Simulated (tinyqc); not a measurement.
Inside a calculation. Method: coupled-perturbed Hartree-Fock on RHF in the sto-6g basis, for BeH2, spin multiplicity 1. Computed by tinyqc, a small Python program that keeps every step (integrals from PySCF). Settings: charge = 0, multiplicity = 1, basis = sto-6g, method = RHF, energy threshold = 1e-10, iteration cap = 85, orthogonalisation = symmetric, start = core, DIIS depth = 6. Command: `OMP_NUM_THREADS=1 python tinyqc.py 30055 30056 out.jsonl` (the two numbers bound the seeds that draw the settings). One thread of a shared host (Intel(R) Xeon(R) Processor @ 2.60GHz), about 0.2 s of CPU time with the checks. The early iterations of the SCF are left out here.

## One-electron integrals

Geometry (angstrom):
```
atom,x,y,z
Be,0.000000,0.000000,0.000000
H,0.000000,1.414000,0.000000
H,0.000000,-1.414000,0.000000
```

Basis sto-6g: exponents (1/bohr^2) and contraction coefficients of normalised primitives:
```
element,l (shell),exponent,coefficient
Be,s (1),312.870494,0.009164
Be,s (1),57.364463,0.049361
Be,s (1),16.048509,0.168538
Be,s (1),5.513096,0.370563
Be,s (1),2.140897,0.416492
Be,s (1),0.881739,0.130334
Be,s (2),13.633247,-0.013253
Be,s (2),2.698375,-0.046992
Be,s (2),0.838653,-0.033785
Be,s (2),0.322660,0.250242
Be,s (2),0.140131,0.595117
Be,s (2),0.064233,0.240706
Be,p (3),13.633247,0.003760
Be,p (3),2.698375,0.037679
Be,p (3),0.838653,0.173897
Be,p (3),0.322660,0.418036
Be,p (3),0.140131,0.425860
Be,p (3),0.064233,0.101708
H,s (1),35.523221,0.009164
H,s (1),6.513144,0.049361
H,s (1),1.822143,0.168538
H,s (1),0.625955,0.370563
H,s (1),0.243077,0.416492
H,s (1),0.100112,0.130334
```

Overlap, kinetic and nuclear-attraction integrals over the contracted functions; the nuclear repulsion is the sum of Za Zb / Rab.

nuclear repulsion = 3.18105113 hartree

overlap S, lower triangle:
```
,1Be 1s,1Be 2s,1Be 2px,1Be 2py,1Be 2pz,2H 1s,3H 1s
1Be 1s,1.000000
1Be 2s,0.254764,1.000000
1Be 2px,0.000000,0.000000,1.000000
1Be 2py,0.000000,0.000000,0.000000,1.000000
1Be 2pz,0.000000,0.000000,0.000000,0.000000,1.000000
2H 1s,0.061188,0.431220,0.000000,0.503460,0.000000,1.000000
3H 1s,0.061188,0.431220,0.000000,-0.503460,0.000000,0.029501,1.000000
```

kinetic energy T (hartree), lower triangle:
```
,1Be 1s,1Be 2s,1Be 2px,1Be 2py,1Be 2pz,2H 1s,3H 1s
1Be 1s,6.768753
1Be 2s,-0.207382,0.220121
1Be 2px,0.000000,0.000000,0.661265
1Be 2py,0.000000,0.000000,0.000000,0.661265
1Be 2pz,0.000000,0.000000,0.000000,0.000000,0.661265
2H 1s,-0.013901,0.058188,0.000000,0.169538,0.000000,0.768522
3H 1s,-0.013901,0.058188,0.000000,-0.169538,0.000000,-0.007085,0.768522
```

nuclear attraction V (hartree), lower triangle:
```
,1Be 1s,1Be 2s,1Be 2px,1Be 2py,1Be 2pz,2H 1s,3H 1s
1Be 1s,-15.463274
1Be 2s,-1.841413,-3.008921
1Be 2px,0.000000,0.000000,-2.937060
1Be 2py,0.000000,0.000000,0.000000,-3.152361
1Be 2pz,0.000000,0.000000,0.000000,0.000000,-2.937060
2H 1s,-0.483275,-1.239345,0.000000,-1.419228,0.000000,-2.915088
3H 1s,-0.483275,-1.239345,0.000000,1.419228,0.000000,-0.095839,-2.915088
```

core Hamiltonian H = T + V (hartree), lower triangle:
```
,1Be 1s,1Be 2s,1Be 2px,1Be 2py,1Be 2pz,2H 1s,3H 1s
1Be 1s,-8.694521
1Be 2s,-2.048795,-2.788800
1Be 2px,0.000000,0.000000,-2.275794
1Be 2py,0.000000,0.000000,0.000000,-2.491095
1Be 2pz,0.000000,0.000000,0.000000,0.000000,-2.275794
2H 1s,-0.497176,-1.181157,0.000000,-1.249689,0.000000,-2.146566
3H 1s,-0.497176,-1.181157,0.000000,1.249689,0.000000,-0.102924,-2.146566
```

## Two-electron integrals

Functions are numbered as in S; the eight-fold symmetry (ij|kl) = (ji|kl) = (kl|ij) leaves the list below.

Two-electron integrals (ij|kl) in chemists' order, unique and non-zero (hartree):
```
i,j,k,l,(ij|kl)
1,1,1,1,2.299996
2,1,1,1,0.361879
2,1,2,1,0.071926
2,2,1,1,0.570332
2,2,2,1,0.139654
2,2,2,2,0.417773
3,1,3,1,0.015252
3,2,3,1,0.022555
3,2,3,2,0.092340
3,3,1,1,0.570332
3,3,2,1,0.139654
3,3,2,2,0.417773
3,3,3,3,0.450117
4,1,4,1,0.015252
4,2,4,1,0.022555
4,2,4,2,0.092340
4,3,4,3,0.024258
4,4,1,1,0.570332
4,4,2,1,0.139654
4,4,2,2,0.417773
4,4,3,3,0.401601
4,4,4,4,0.450117
5,1,5,1,0.015252
5,2,5,1,0.022555
5,2,5,2,0.092340
5,3,5,3,0.024258
5,4,5,4,0.024258
5,5,1,1,0.570332
5,5,2,1,0.139654
5,5,2,2,0.417773
5,5,3,3,0.401601
5,5,4,4,0.401601
5,5,5,5,0.450117
6,1,1,1,0.089482
6,1,2,1,0.017262
6,1,2,2,0.033348
6,1,3,3,0.033074
6,1,4,1,0.001706
6,1,4,2,0.003297
6,1,4,4,0.033898
6,1,5,5,0.033074
6,1,6,1,0.004381
6,2,1,1,0.205597
6,2,2,1,0.051087
6,2,2,2,0.165267
6,2,3,3,0.159146
6,2,4,1,0.007140
6,2,4,2,0.041291
6,2,4,4,0.177509
6,2,5,5,0.159146
6,2,6,1,0.013531
6,2,6,2,0.095759
6,3,3,1,0.005043
6,3,3,2,0.022662
6,3,4,3,0.007252
6,3,6,3,0.009030
6,4,1,1,0.218062
6,4,2,1,0.054894
6,4,2,2,0.185660
6,4,3,3,0.174760
6,4,4,1,0.011583
6,4,4,2,0.064463
6,4,4,4,0.207460
6,4,5,5,0.174760
6,4,6,1,0.015285
6,4,6,2,0.122607
6,4,6,4,0.162447
6,5,5,1,0.005043
6,5,5,2,0.022662
6,5,5,4,0.007252
6,5,6,5,0.009030
6,6,1,1,0.371681
6,6,2,1,0.094265
6,6,2,2,0.339732
6,6,3,3,0.315179
6,6,4,1,0.015829
6,6,4,2,0.116404
6,6,4,4,0.388838
6,6,5,5,0.315179
6,6,6,1,0.025892
6,6,6,2,0.248037
6,6,6,4,0.337624
6,6,6,6,0.774999
7,1,1,1,0.089482
7,1,2,1,0.017262
7,1,2,2,0.033348
7,1,3,3,0.033074
7,1,4,1,-0.001706
7,1,4,2,-0.003297
7,1,4,4,0.033898
7,1,5,5,0.033074
7,1,6,1,0.003968
7,1,6,2,0.011214
7,1,6,4,0.011558
7,1,6,6,0.020361
7,1,7,1,0.004381
7,2,1,1,0.205597
7,2,2,1,0.051087
7,2,2,2,0.165267
7,2,3,3,0.159146
7,2,4,1,-0.007140
7,2,4,2,-0.041291
7,2,4,4,0.177509
7,2,5,5,0.159146
7,2,6,1,0.011214
7,2,6,2,0.050725
7,2,6,4,0.051678
7,2,6,6,0.097171
7,2,7,1,0.013531
7,2,7,2,0.095759
7,3,3,1,0.005043
7,3,3,2,0.022662
7,3,4,3,-0.007252
7,3,6,3,0.003825
7,3,7,3,0.009030
7,4,1,1,-0.218062
7,4,2,1,-0.054894
7,4,2,2,-0.185660
7,4,3,3,-0.174760
7,4,4,1,0.011583
7,4,4,2,0.064463
7,4,4,4,-0.207460
7,4,5,5,-0.174760
7,4,6,1,-0.011558
7,4,6,2,-0.051678
7,4,6,4,-0.050384
7,4,6,6,-0.097223
7,4,7,1,-0.015285
7,4,7,2,-0.122607
7,4,7,4,0.162447
7,5,5,1,0.005043
7,5,5,2,0.022662
7,5,5,4,-0.007252
7,5,6,5,0.003825
7,5,7,5,0.009030
7,6,1,1,0.017328
7,6,2,1,0.004188
7,6,2,2,0.012413
7,6,3,3,0.012174
7,6,4,4,0.012891
7,6,5,5,0.012174
7,6,6,1,0.001007
7,6,6,2,0.005144
7,6,6,4,0.005928
7,6,6,6,0.011181
7,6,7,1,0.001007
7,6,7,2,0.005144
7,6,7,4,-0.005928
7,6,7,6,0.000378
7,7,1,1,0.371681
7,7,2,1,0.094265
7,7,2,2,0.339732
7,7,3,3,0.315179
7,7,4,1,-0.015829
7,7,4,2,-0.116404
7,7,4,4,0.388838
7,7,5,5,0.315179
7,7,6,1,0.020361
7,7,6,2,0.097171
7,7,6,4,0.097223
7,7,6,6,0.187091
7,7,7,1,0.025892
7,7,7,2,0.248037
7,7,7,4,-0.337624
7,7,7,6,0.011181
7,7,7,7,0.774999
```

## Orthogonalisation

S = U s U^T; symmetric (Loewdin) form X = U s^(-1/2) U^T, so that X^T S X = 1.

eigenvalues of S: 0.273097  0.378902  0.943163  1.000000  1.000000  1.697402  1.707436

X, lower triangle:
```
,1Be 1s,1Be 2s,1Be 2px,1Be 2py,1Be 2pz,2H 1s,3H 1s
1Be 1s,1.027187
1Be 2s,-0.148369,1.221473
1Be 2px,0.000000,0.000000,1.000000
1Be 2py,0.000000,0.000000,0.000000,1.328686
1Be 2pz,0.000000,0.000000,0.000000,0.000000,1.000000
2H 1s,0.017142,-0.283661,0.000000,-0.405087,0.000000,1.261655
3H 1s,0.017142,-0.283661,0.000000,0.405087,0.000000,-0.090768,1.261655
```

## Iteration 7 (converged): orbitals

converged F (hartree), lower triangle:
```
,1Be 1s,1Be 2s,1Be 2px,1Be 2py,1Be 2pz,2H 1s,3H 1s
1Be 1s,-4.591977
1Be 2s,-1.248881,-0.588959
1Be 2px,0.000000,0.000000,0.209753
1Be 2py,0.000000,0.000000,0.000000,-0.207410
1Be 2pz,0.000000,0.000000,0.000000,0.000000,0.209753
2H 1s,-0.305083,-0.387415,0.000000,-0.325162,0.000000,-0.287786
3H 1s,-0.305083,-0.387415,0.000000,0.325162,0.000000,-0.036316,-0.287786
```

Diagonalise F' = X^T F X, C = X C', fill 3 alpha and 3 beta electrons from the bottom; D = 2 C_occ C_occ^T. Each column has its largest component positive (the first on a tie).

F' = X^T F X (hartree), lower triangle:
```
,1,2,3,4,5,6,7
1,-4.495089
2,-0.654217,-0.093726
3,0.000000,0.000000,0.209753
4,0.000000,0.000000,0.000000,0.251358
5,0.000000,0.000000,0.000000,0.000000,0.209753
6,-0.041121,-0.315784,0.000000,-0.441610,0.000000,0.078609
7,-0.041121,-0.315784,0.000000,0.441610,0.000000,-0.105930,0.078609
```

orbital energies (hartree): MO1 -4.593554, MO2 -0.444884, MO3 -0.407476, MO4 0.209753, MO5 0.209753, MO6 0.422301, MO7 0.843373

coefficients C:
```
,MO1,MO2,MO3,MO4,MO5,MO6,MO7
1Be 1s,0.994663,-0.208891,0.000000,0.000000,0.000000,-0.211480,0.000000
1Be 2s,0.021357,0.568603,0.000000,0.000000,0.000000,1.162400,0.000000
1Be 2px,0.000000,0.000000,0.000000,0.006243,0.999981,0.000000,0.000000
1Be 2py,0.000000,0.000000,0.498318,0.000000,0.000000,0.000000,1.358410
1Be 2pz,0.000000,0.000000,0.000000,0.999981,-0.006243,0.000000,0.000000
2H 1s,-0.002303,0.396996,0.415354,0.000000,0.000000,-0.780151,-0.951893
3H 1s,-0.002303,0.396996,-0.415354,0.000000,0.000000,-0.780151,0.951893
```

D after iteration 7, lower triangle:
```
,1Be 1s,1Be 2s,1Be 2px,1Be 2py,1Be 2pz,2H 1s,3H 1s
1Be 1s,2.065980
1Be 2s,-0.195066,0.647530
1Be 2px,0.000000,0.000000,0.000000
1Be 2py,0.000000,0.000000,0.000000,0.496641
1Be 2pz,0.000000,0.000000,0.000000,0.000000,0.000000
2H 1s,-0.170439,0.451367,0.000000,0.413956,0.000000,0.660259
3H 1s,-0.170439,0.451367,0.000000,-0.413956,0.000000,-0.029816,0.660259
```

Within a degenerate level the vectors are fixed only up to a rotation; this is one choice.

## Convergence

Stop when the energy changes by less than 1e-10 hartree and every element of the error matrix X^T (F D S - S D F) X is below 3e-06.

Course of the cycle:
```
iteration,E (hartree),change,largest element of the error matrix
1,-15.14421876,-,5.66e-01
2,-15.71119947,-5.67e-01,4.58e-02
3,-15.71371624,-2.52e-03,1.42e-03
4,-15.71372006,-3.82e-06,2.31e-04
5,-15.71372020,-1.40e-07,1.06e-05
6,-15.71372020,-1.71e-10,3.56e-09
7,-15.71372020,-3.55e-15,1.67e-09
```

PySCF RHF in the same basis = -15.71372020 hartree

Converged in 7 iterations.

## Integrals over molecular orbitals

(pq|rs) = sum C_ip C_jq C_kr C_ls (ij|kl), one index at a time.

one-electron integrals over orbitals h = C^T H C (hartree), lower triangle:
```
,1,2,3,4,5,6,7
1,-8.685517
2,0.217109,-2.404984
3,0.000000,0.000000,-2.358357
4,0.000000,0.000000,0.000000,-2.275794
5,0.000000,0.000000,0.000000,0.000000,-2.275794
6,0.208835,-0.210864,0.000000,0.000000,0.000000,-1.931547
7,0.000000,0.000000,-0.294905,0.000000,0.000000,0.000000,-1.836553
```

Two-electron integrals over orbitals (pq|rs), unique and non-zero (hartree):
```
p,q,r,s,(pq|rs)
1,1,1,1,2.280651
2,1,1,1,-0.193600
2,1,2,1,0.025762
2,2,1,1,0.477070
2,2,2,1,-0.006158
2,2,2,2,0.389679
3,1,3,1,0.005689
3,2,3,1,0.012758
3,2,3,2,0.163637
3,3,1,1,0.444311
3,3,2,1,-0.002297
3,3,2,2,0.402840
3,3,3,3,0.425905
4,1,4,1,0.016039
4,2,4,1,0.014897
4,2,4,2,0.048003
4,3,4,3,0.013823
4,4,1,1,0.570054
4,4,2,1,-0.007233
4,4,2,2,0.362693
4,4,3,3,0.348960
4,4,4,4,0.450117
5,1,5,1,0.016039
5,2,5,1,0.014897
5,2,5,2,0.048003
5,3,5,3,0.013823
5,4,5,4,0.024258
5,5,1,1,0.570054
5,5,2,1,-0.007233
5,5,2,2,0.362693
5,5,3,3,0.348960
5,5,4,4,0.401601
5,5,5,5,0.450117
6,1,1,1,-0.196840
6,1,2,1,0.026938
6,1,2,2,-0.006705
6,1,3,3,-0.003455
6,1,4,4,-0.005038
6,1,5,5,-0.005038
6,1,6,1,0.028363
6,2,1,1,0.127401
6,2,2,1,-0.006830
6,2,2,2,-0.021226
6,2,3,3,-0.044492
6,2,4,4,0.058758
6,2,5,5,0.058758
6,2,6,1,-0.005340
6,2,6,2,0.080204
6,3,3,1,-0.001496
6,3,3,2,-0.093209
6,3,6,3,0.083685
6,4,4,1,0.016408
6,4,4,2,0.047160
6,4,6,4,0.051132
6,5,5,1,0.016408
6,5,5,2,0.047160
6,5,6,5,0.051132
6,6,1,1,0.482022
6,6,2,1,-0.007322
6,6,2,2,0.390222
6,6,3,3,0.400807
6,6,4,4,0.364351
6,6,5,5,0.364351
6,6,6,1,-0.007315
6,6,6,2,-0.029925
6,6,6,6,0.405957
7,1,3,1,0.010761
7,1,3,2,0.019338
7,1,6,3,-0.000872
7,1,7,1,0.020662
7,2,3,1,0.003950
7,2,3,2,-0.043440
7,2,6,3,0.062160
7,2,7,1,0.007707
7,2,7,2,0.057708
7,3,1,1,0.144881
7,3,2,1,-0.004436
7,3,2,2,-0.003979
7,3,3,3,-0.019578
7,3,4,4,0.063665
7,3,5,5,0.063665
7,3,6,1,-0.003464
7,3,6,2,0.075752
7,3,6,6,-0.022273
7,3,7,3,0.084627
7,4,4,3,0.013609
7,4,7,4,0.016686
7,5,5,3,0.013609
7,5,7,5,0.016686
7,6,3,1,0.010702
7,6,3,2,0.142420
7,6,6,3,-0.092684
7,6,7,1,0.016616
7,6,7,2,-0.052854
7,6,7,6,0.138996
7,7,1,1,0.566347
7,7,2,1,-0.007955
7,7,2,2,0.418607
7,7,3,3,0.436508
7,7,4,4,0.386270
7,7,5,5,0.386270
7,7,6,1,-0.008237
7,7,6,2,-0.029295
7,7,6,6,0.427947
7,7,7,3,-0.005556
7,7,7,7,0.476609
```

## Response to a field: uncoupled start

dipole integrals <a|z|i> (bohr):
```
,i1,i2,i3
a4,0.146124,0.962044,0.000000
a5,-0.000912,-0.006006,0.000000
a6,0.000000,0.000000,0.000000
a7,0.000000,0.000000,0.000000
```

Field along z; U_ai = -mu_ai / (e_a - e_i), alpha = -4 sum U_ai mu_ai.

uncoupled U:
```
,i1,i2,i3
a4,-0.030422,-1.469585,0.000000
a5,0.000190,0.009175,0.000000
a6,0.000000,0.000000,0.000000
a7,0.000000,0.000000,0.000000
```

uncoupled polarisability = 5.673225 bohr^3

## Coupled step 1

U_ai = -(mu_ai + sum_bj [4 (ai|bj) - (ab|ij) - (aj|bi)] U_bj) / (e_a - e_i); alpha = -4 sum U_ai mu_ai.

U after step 1:
```
,i1,i2,i3
a4,-0.017841,-1.958092,0.000000
a5,0.000111,0.012225,0.000000
a6,0.000000,0.000000,0.000000
a7,0.000000,0.000000,0.000000
```

polarisability = 7.545807 bohr^3

## Coupled step 2

As before.

U after step 2:
```
,i1,i2,i3
a4,-0.011193,-2.122277,0.000000
a5,0.000070,0.013250,0.000000
a6,0.000000,0.000000,0.000000
a7,0.000000,0.000000,0.000000
```

polarisability = 8.173761 bohr^3

## Coupled polarisability

Repeat until U stops changing; compare with -d2E/dF2.

Course of the coupled iterations:
```
step,alpha (bohr^3)
0,5.673225
1,7.545807
2,8.173761
3,8.385398
4,8.456838
5,8.480965
6,8.489114
7,8.491867
8,8.492797
9,8.493111
10,8.493217
11,8.493253
12,8.493265
13,8.493269
14,8.493270
15,8.493271
16,8.493271
17,8.493271
18,8.493271
```

coupled polarisability = 8.493271 bohr^3

finite-field check, fields of +/-0.001 au = 8.493242 bohr^3
